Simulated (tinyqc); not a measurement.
Six-transistor SRAM cell, nodal equations and margins: two steps of the calculation.

Two cross-coupled inverters (pull-down bn, pull-up bp) hold the nodes Q and QB; access transistors (ba, threshold VTn, gate on the word line at Vdd when selected) join them to the bit lines. Transistor (EKV form, voltages against the body): I = 2 n b Vt^2 [F(vp - Vs) - F(vp - Vd)] from drain to source, F(v) = ln^2(1 + exp(v/(2 Vt))), vp = (Vg - VT + sg |Vd - Vs|)/n. n-channel bodies are at 0; for the p-channel device all voltages are counted down from Vdd. b in uA/V^2 gives I in uA. For an access transistor the bit line is the drain and the node the source. In a read both bit lines are at Vdd. The cell is symmetric (no mismatch).

Parameters, values chosen for the exercise:
```
symbol  value    unit                                  meaning
T         350       K                              temperature
Vdd       0.9       V                           supply voltage
n         1.2                                     slope factor
sg      0.069                   drain-induced barrier lowering
VTn      0.44       V                      n-channel threshold
VTp      0.37       V          p-channel threshold (magnitude)
bn        560  uA/V^2  gain factor of the pull-down transistor
ba        280  uA/V^2     gain factor of the access transistor
bp        280  uA/V^2    gain factor of the pull-up transistor
```

Constants: q = 1.602176634e-19 C, kB = 1.380649e-23 J/K, Vt = kB T/q. Results are converted to the units shown.

Problem 1. Node voltages in a read by Newton steps. F1 = In(gate QB, drain Q) - Ip(gate QB, drain Q) - Ia(bit line, Q), F2 the same with Q and QB exchanged; J by central differences with +/- 1e-6 V; solve J d = -F, limit each component to +/- 0.15 V and add.

(Q, QB) at the start (V): Q 0.00000000, QB 0.90000000

Wanted: F1, F2; J; (Q, QB) after iteration 1.

Solution 1.

F1, F2 (uA): [-31.81, 0.00]

J (uS):
```
,Q,QB
F1,411.7,0.0
F2,0.0,148.3
```

(Q, QB) after iteration 1 (V): Q 0.0773, QB 0.9000

Problem 2. The largest square in the read butterfly. f(x) is the node voltage of one half-cell in a read for input x (In - Ip - Ia = 0). Static noise margin: side of the largest square between the curve (x, f(x)) and its mirror image (f(y), y); with h(c) the root x of f(x) - x = c, it is the maximum over c > 0 of h(c) - h(-c) + c.

```
point,c (V)
0,0.14
1,0.23
2,0.32
3,0.39
4,0.45
5,0.5
6,0.55
```

Find: h(c); h(-c); side.

Solution 2.

```
point,h(c) (V),h(-c) (V),side (V)
0,0.45235,0.49170,0.10065
1,0.44642,0.52664,0.14978
2,0.43941,0.56811,0.19130
3,0.42913,0.60259,0.21653
4,0.41010,0.63387,0.22623
5,0.38258,0.66210,0.22048
6,0.34412,0.69319,0.20093
```

The maximum over c is 226.3 mV, the read margin; with the word line off (no Ia) the same construction gives 360.8 mV.

tinyqc, about 0.2 s, one thread, Intel Xeon 2.30GHz (shared host): `OMP_NUM_THREADS=1 python tinyqc.py 2340123 2340124 out.jsonl`
